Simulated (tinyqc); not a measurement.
Donor in an ellipsoidal valley (Kohn-Luttinger variational method): one step, computed by the program tinyqc. Command: `OMP_NUM_THREADS=1 python tinyqc.py 3005809 3005810 out.jsonl kohnlutt walk`. One thread of a shared host (Intel(R) Xeon(R) Processor @ 2.30GHz), about 0.04 s of CPU time with the checks.

H = -(d^2/dx^2 + d^2/dy^2) - gamma d^2/dz^2 - 2/r in units built on m_t, with gamma = m_t/m_l and z along the valley axis. One valley; no valley-orbit or central-cell term.

Question. Effective units. Ry* = Ry m_t/eps^2, a* = a_0 eps/m_t, gamma = m_t/m_l.

Inputs (values chosen for the exercise, modelled on GaP): transverse mass m_t = 0.248 m_0; longitudinal mass m_l = 1.22 m_0; dielectric constant eps = 10.7.

Constants: Ry = 13.605693123 eV; a_0 = 0.529177210903 angstrom.

Give: Ry*; a*; gamma.

Answer.

Ry* = 29.47 meV

a* = 22.83 angstrom

gamma = 0.2033
